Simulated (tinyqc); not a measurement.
Inside a calculation. Model: polytypes and stacking faults of a tetrahedral semiconductor in an axial Ising model with couplings up to third neighbours. Computed by tinyqc, a small Python program that keeps every step. Command: `OMP_NUM_THREADS=1 python tinyqc.py 3014776 3014777 out.jsonl polytype walk`. One thread of a shared host (Intel(R) Xeon(R) Processor @ 2.30GHz), about 0.01 s of CPU time with the checks. Intermediate numbers are printed to about 5 digits and carried at full precision; extremes and crossings named in words are read from the listed rows.

Each double layer has s = +1 or -1 for the sense of its stacking step; E per pair of atoms = E0 - sum_n J_n <s_i s_(i+n)>, n = 1, 2, 3. Hexagonality h = (1 - <s_i s_(i+1)>)/2.

Inputs (values chosen for the exercise, of the order of those of ZnS for J, a, G and the gaps):
```
quantity                                    value      unit
J1                                           1.96  meV/pair
J2                                        -0.0836  meV/pair
J3                                           0.05  meV/pair
basal lattice constant a                     3.82  angstrom
shear modulus G                                34       GPa
Poisson ratio nu                             0.21         -
gap of 3C                                    3.72        eV
gap of 4H                                     3.8        eV
binding energy of the fault level E_b       0.074        eV
in-plane mass m                              0.46        m0
effective density of states N_c at 300 K  2.1e+19    1/cm^3
electron density n                        2.9e+18    1/cm^3
temperature T                                1000         K
```

Host polytype: 3C.

Constants: 1 eV/angstrom^2 = 16.02176634 J/m^2; m_0 = 9.1093837015e-31 kg; hbar = 1.054571817e-34 J s; k_B = 1.380649e-23 J/K; k_B = 8.617333262e-05 eV/K.

## Energies of the polytypes

correlations of the repeat units 3C (+), 2H (+-), 4H (++--), 6H (+++---), 15R (+++--), 8H (++++----), 21R (++++---), 9R (++-):
```
       n = 1    n = 2    n = 3
3C    1.0000   1.0000   1.0000
2H   -1.0000   1.0000  -1.0000
4H    0.0000  -1.0000   0.0000
6H    0.3333  -0.3333  -1.0000
15R   0.2000  -0.6000  -0.6000
8H    0.5000   0.0000  -0.5000
21R   0.4286  -0.1429  -0.7143
9R   -0.3333  -0.3333   1.0000
```

E - E(3C) = sum_n J_n (1 - C_n), C_n = <s_i s_(i+n)>. The gap is taken linear in h between 3C (h = 0) and 4H (h = 1/2), a rough rule, with a dash beyond.

Polytypes:
```
polytype       h  E - E(3C) (meV/pair)  gap by the linear rule (eV)
3C        0.0000                0.0000                       3.7200
2H        1.0000                4.0200                            -
4H        0.5000                1.8428                       3.8000
6H        0.3333                1.2952                       3.7733
15R       0.4000                1.5142                       3.7840
8H        0.2500                0.9714                       3.7600
21R       0.2857                1.1102                       3.7657
9R        0.6667                2.5019                            -
```

E(2H) - E(3C) = 4.02 meV/pair

E(4H) - E(3C) = 1.8428 meV/pair

E(6H) - E(3C) = 1.2952 meV/pair

The lowest is 3C, 0.971 meV/pair below 8H. J1/|J2| = 23.44: for J3 = 0 and J2 < 0 the ground state is 2H below -2, 4H between -2 and 2, and 3C above 2; at 2 itself all periods with bands of two or more layers are degenerate. Four or more polytypes lie within 1.5 meV/pair, so small a spread that growth kinetics and seeds can decide.

## Back from three energies to J1, J2, J3

With d2, d4, d6 the energies of 2H, 4H, 6H over 3C: d2 = 2 J1 + 2 J3, d4 = J1 + 2 J2 + J3, d6 = (2/3) J1 + (4/3) J2 + 2 J3, so J2 = (d4 - d2/2)/2, J3 = (3/4)(d6 - (2/3) d4), J1 = d2/2 - J3.

J1 recovered = 1.96 meV/pair

J2 recovered = -0.0836 meV/pair

J3 recovered = 0.05 meV/pair

## Stacking-fault energies

fault coefficients k_n:
```
               J1  J2  J3
intrinsic       4   4   4
extrinsic       4   8   8
twin boundary   2   4   6
```

Faults in 3C: the sequences intrinsic (-), extrinsic (--), twin boundary (+ turns to -) are put between perfect repeats; k_n = (layers x C_n of the host) - sum_i s_i s_(i+n). gamma = sum k_n J_n/A, A = (sqrt 3/2) a^2; 1 meV/angstrom^2 = 16.02177 mJ/m^2.

gamma (mJ/m^2): intrinsic 9.7692, extrinsic 9.5988, twin boundary 4.9262

energy of the glide fault, intrinsic = 9.7692 mJ/m^2

The cheapest is the twin boundary fault.

## Splitting of a basal screw dislocation

Screw line, bounded by the intrinsic fault of energy gamma: b = a, partials b_p = a/sqrt 3; d = G b_p^2 (2 - 3 nu)/(8 pi gamma (1 - nu)). One partial is driven off by the shear stress gamma/b_p along its Burgers vector.

splitting width d = 11.681 nm

stress to open the fault = 44.295 MPa

## Electronic energy gained by the fault

The fault binds electrons in a two-dimensional band E_b below the conduction edge, g2 = m m0/(pi hbar^2) for one valley. With the Fermi level held by the bulk, eta = ln[n/N_c(T)], N_c(T) = N_c (T/300)^1.5, the grand potential falls by g2 (k_B T)^2 F1(x), x = eta + E_b/(k_B T), F1(x) = integral from 0 to infinity of ln(1 + exp(x - t)) dt; sheet density g2 k_B T ln(1 + e^x). Band bending by the trapped charge is left out, so the gain is an upper bound. Net fault energy = gamma of the intrinsic fault less the electronic gain.

x = -2.9270

sheet density = 8.6388e+11 1/cm^2

electronic gain = 0.12084 mJ/m^2

net fault energy = 9.6484 mJ/m^2

The gain offsets 1.2 % of the fault energy.

## Gain against electron density

The formulas are those given above.

At T:
```
n (1/cm^3)        x  sheet density (1/cm^2)  gain (mJ/m^2)  gain/gamma  gain/gamma at T + 200 K
1.00e+14    -13.202              3.0580e+07     4.2220e-06  4.3217e-07               4.1029e-07
1.00e+15    -10.900              3.0579e+08     4.2220e-05  4.3217e-06               4.1029e-06
1.00e+16     -8.597              3.0577e+09     4.2218e-04  4.3215e-05               4.1028e-05
1.00e+17     -6.294              3.0552e+10     4.2200e-03  4.3197e-04               4.1017e-04
1.00e+18     -3.992              3.0301e+11     4.2027e-02  4.3019e-03               4.0905e-03
5.00e+18     -2.382              1.4625e+12     2.0642e-01  2.1129e-02               2.0210e-02
2.00e+19     -0.996              5.2050e+12     7.7707e-01  7.9543e-02               7.7539e-02
```

For x well below 0 the gain is k_B T times the sheet density and linear in n; for x well above 0 the well fills and the gain grows only about as x^2. It stays below the fault energy in all rows; 200 K more changes it by a factor 0.95 at 1e16.

Checks made by the program: the recovered constants (relative difference below 1e-10).
